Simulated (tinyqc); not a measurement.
Worked calculation: estimate of lattice thermal conductivity from elastic moduli (Slack, Klemens and Cahill formulas). Computed by tinyqc, a small Python program that keeps every step. Command: `OMP_NUM_THREADS=1 python tinyqc.py 3008643 3008644 out.jsonl slack walk`. One thread of a shared host (Intel(R) Xeon(R) Processor @ 2.30GHz), about 0.01 s of CPU time with the checks. Intermediate numbers are printed to about 6 digits and carried at full precision; extremes and crossings named in words are read from the listed rows.

An isotropic solid.

Inputs (values chosen for the exercise, for a model crystal):

| quantity | value | unit |
|---|---|---|
| bulk modulus B | 40.8 | GPa |
| shear modulus G | 19.3 | GPa |
| volume per atom V | 14.4 | angstrom^3 |
| mean atomic mass M | 136 | u |
| atoms per primitive cell n | 20 | - |
| temperature T | 300 | K |
| disorder parameter Gamma | 0.0058 | - |
| grain size d | 13000 | nm |

Grueneisen parameter: from the Poisson ratio.

Constants: u = 1.6605390666e-27 kg; hbar = 1.054571817e-34 J s; k_B = 1.380649e-23 J/K; h = 6.62607015e-34 J s.

## Velocities, Poisson ratio and Debye temperature

rho = M/V; vL = sqrt((B + 4G/3)/rho), vT = sqrt(G/rho); v_m = [(vL^-3 + 2 vT^-3)/3]^(-1/3); Poisson ratio sigma = (3B - 2G)/(6B + 2G); Theta = hbar v_m (6 pi^2/V)^(1/3)/k_B.

density rho = 15682.9 kg/m^3

vL = 2059.71 m/s

vT = 1109.34 m/s

v_m = 1238.44 m/s

Poisson ratio sigma = 0.295695

Debye temperature Theta = 151.553 K

## Grueneisen parameter

Empirical rule gamma = (3/2) (1 + sigma)/(2 - 3 sigma).

Grueneisen parameter gamma = 1.74635

## Conductivity of the perfect crystal

Slack, an estimate for T near or above Theta_a: kappa = A M Theta_a^3 delta n^(1/3)/(gamma^2 T) in W/(m K), with M in u, delta = V^(1/3) in angstrom, Theta_a = Theta n^(-1/3) and A = 2.43e-6/(1 - 0.514/gamma + 0.228/gamma^2).

acoustic Debye temperature Theta_a = 55.8325 K

A = 3.11366e-06

kappa of the perfect crystal = 0.531963 W/(m K)

## Point defects and grains

High-temperature forms with the classical heat capacity. Klemens: kappa/kappa_0 = arctan(u)/u, u^2 = pi^2 Theta V Gamma kappa_0/(h v_m^2). Grains: 1/kappa_poly = 1/kappa + 1/(C v_m d/3), C = 3 k_B/(n V), the acoustic branches alone.

disorder scale u = 0.255720

kappa with point defects = 0.520802 W/(m K)

grain-boundary limit = 771.807 W/(m K)

kappa of the polycrystal = 0.520451 W/(m K)

For small u the loss is about u^2/3 = 0.022. Grains remove a further 0 %.

## Minimum conductivity

Cahill minimum: kappa_min = (pi/6)^(1/3) k_B V^(-2/3) sum over L, T, T of v (T/Theta_i)^2 int_0^(Theta_i/T) x^3 e^x/(e^x - 1)^2 dx, Theta_i = Theta v_i/v_m (64 Gauss-Legendre points). Its high-temperature limit is (1/2) (pi/6)^(1/3) k_B V^(-2/3) (vL + 2 vT).

kappa_min = 0.394854 W/(m K)

its high-temperature limit = 0.402185 W/(m K)

kappa_poly/kappa_min = 1.31809

Caution: the estimate comes near or below kappa_min; the free path cannot fall under half a wavelength, so the true value levels off near kappa_min.

## All estimates against temperature

The formulas are those given above.

Kappa (W/(m K)):

| T (K) | perfect crystal | with point defects | polycrystal | minimum |
|---|---|---|---|---|
| 200 | 0.797945 | 0.773290 | 0.772516 | 0.386076 |
| 300 | 0.531963 | 0.520802 | 0.520451 | 0.394854 |
| 400 | 0.398972 | 0.392635 | 0.392436 | 0.398026 |
| 550 | 0.290162 | 0.286784 | 0.286677 | 0.399974 |
| 750 | 0.212785 | 0.210959 | 0.210901 | 0.400993 |
| 1000 | 0.159589 | 0.158557 | 0.158525 | 0.401514 |
| 1300 | 0.122761 | 0.122149 | 0.122129 | 0.401787 |
| 1700 | 0.093876 | 0.093517 | 0.093506 | 0.401952 |

The perfect crystal follows 1/T. With point defects the exponent runs from -0.97 to -1.00 (the strong-disorder limit is -1/2), and with grains from -0.97 to -1.00. The polycrystal estimate falls below the minimum from 400 K on, where it loses its meaning.

Checks made by the program: arctan(u)/u against the Debye integral of 1/(1 + u^2 y^2) (relative difference below 1e-10).
